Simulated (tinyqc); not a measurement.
# Energy and delay of logic against supply voltage: what changes with what

One expression serves below and above threshold: I(Vg) = Ik [ln(1 + exp((Vg - VT + dd V)/(al nf Vt)))]^al, with I_on = I(V) and I_off = I(0). Gate delay td = kd C V/I_on, clock period LD td. Per gate and cycle the switching energy is act C V^2 and the leakage energy I_off V LD td. No short-circuit current, no variation. Minima are sought above 0.09 V; below a few Vt gates no longer switch and the model has no meaning.

Values chosen for this exercise; values of the order met in logic technologies:
```
symbol,value,unit,meaning
T,250,K,temperature
VT,0.36,V,threshold voltage at zero drain bias
nf,1.38,,slope factor
dd,0.03,,barrier lowering per volt of supply
Ik,1.1,uA,specific current of a gate
al,1.34,,exponent of the current law
C,0.46,fF,load capacitance of a gate
kd,0.7,,delay factor
LD,20,,logic depth
act,0.05,,activity factor
```

Constants: q = 1.602176634e-19 C, kB = 1.380649e-23 J/K, Vt = kB T/q. Results are converted to the units shown.

Each table varies one quantity; the others keep the values above.

## Energy and delay against supply voltage

EDP = energy times td.

Energy and delay against supply voltage:

| V (V) | I_on (uA) | I_off (nA) | td (ps) | switching (aJ) | leakage (aJ) | energy (aJ) | EDP (fJ ps) |
|---|---|---|---|---|---|---|---|
| 0.15 | 0.001091 | 0.007050 | 4.428e4 | 0.5175 | 0.9365 | 1.454 | 64.38 |
| 0.27 | 0.06451 | 0.007957 | 1348 | 1.677 | 0.05792 | 1.735 | 2.338 |
| 0.38 | 1.347 | 0.008892 | 90.86 | 3.321 | 0.006140 | 3.327 | 0.3023 |
| 0.5 | 6.840 | 0.01004 | 23.54 | 5.750 | 0.002362 | 5.752 | 0.1354 |
| 0.62 | 14.91 | 0.01133 | 13.39 | 8.841 | 0.001881 | 8.843 | 0.1184 |
| 0.73 | 23.54 | 0.01266 | 9.984 | 12.26 | 0.001845 | 12.26 | 0.1224 |
| 0.85 | 33.99 | 0.01429 | 8.052 | 16.62 | 0.001956 | 16.62 | 0.1338 |
| 0.97 | 45.34 | 0.01613 | 6.889 | 21.64 | 0.002155 | 21.64 | 0.1491 |
| 1.08 | 56.42 | 0.01802 | 6.164 | 26.83 | 0.002399 | 26.83 | 0.1654 |
| 1.2 | 69.18 | 0.02034 | 5.586 | 33.12 | 0.002726 | 33.12 | 0.1850 |

What does the comparison show, and why?

td falls from 44300 to 5.59 ps; the energy rises from 1.45 to 33.1 aJ and the EDP goes from 64.4 through a minimum of 0.118 (at V = 0.62 V among the rows listed) to 0.185 fJ ps. The exact minima lie at V = 0.191 V for the energy and 0.631 V for the EDP. Going from 1.2 V to the energy minimum saves a factor of 27.1 in energy and costs a factor of 2450 in delay. Below the minimum the leakage energy rises faster than the switching energy falls, because the clock period grows so steeply.

## Optimum supplies against the threshold voltage at zero drain bias

Same model as above.

V_min minimises the energy and V_EDP the product of energy and td.

Results:

| VT (V) | V_min (V) | energy at V_min (aJ) | leakage share (%) | clock at V_min (MHz) | V_EDP (V) | clock at V_EDP (GHz) |
|---|---|---|---|---|---|---|
| 0.15 | 0.1849 | 1.938 | 59.42 | 1347 | 0.3141 | 3.922 |
| 0.2 | 0.1892 | 1.440 | 42.82 | 487.0 | 0.3620 | 3.386 |
| 0.25 | 0.1905 | 1.285 | 35.08 | 125.3 | 0.4393 | 3.440 |
| 0.35 | 0.1911 | 1.225 | 31.46 | 5.100 | 0.6137 | 3.836 |
| 0.4 | 0.1911 | 1.222 | 31.20 | 0.9598 | 0.7017 | 4.016 |
| 0.45 | 0.1912 | 1.220 | 31.13 | 0.1791 | 0.7895 | 4.181 |
| 0.5 | 0.1912 | 1.220 | 31.11 | 0.03336 | 0.8773 | 4.334 |
| 0.55 | 0.1912 | 1.220 | 31.11 | 0.006208 | 0.9650 | 4.477 |

Estimate the missing row, VT = 0.3 V.

Computed row:

| VT (V) | V_min (V) | energy at V_min (aJ) | leakage share (%) | clock at V_min (MHz) | V_EDP (V) | clock at V_EDP (GHz) |
|---|---|---|---|---|---|---|
| 0.3 | 0.1909 | 1.239 | 32.31 | 26.36 | 0.5258 | 3.638 |

With this row back in the table: As VT goes from 0.15 to 0.55, V_min rises from 0.185 to 0.191 V, the energy there falls from 1.94 to 1.22 aJ, the clock there falls from 1350 to 0.00621 MHz and V_EDP rises from 0.314 to 0.965 V. V_min lies below VT for VT = 0.2, 0.25, 0.3, 0.35, 0.4, 0.45, 0.5, 0.55 V. As VT grows, I_on too becomes a subthreshold current, VT cancels more and more from the energy, and it mainly sets the clock.

tinyqc, about 0.01 s, one thread, Intel Xeon 2.30GHz (shared host): `OMP_NUM_THREADS=1 python tinyqc.py 2082059 2082060 out.jsonl`
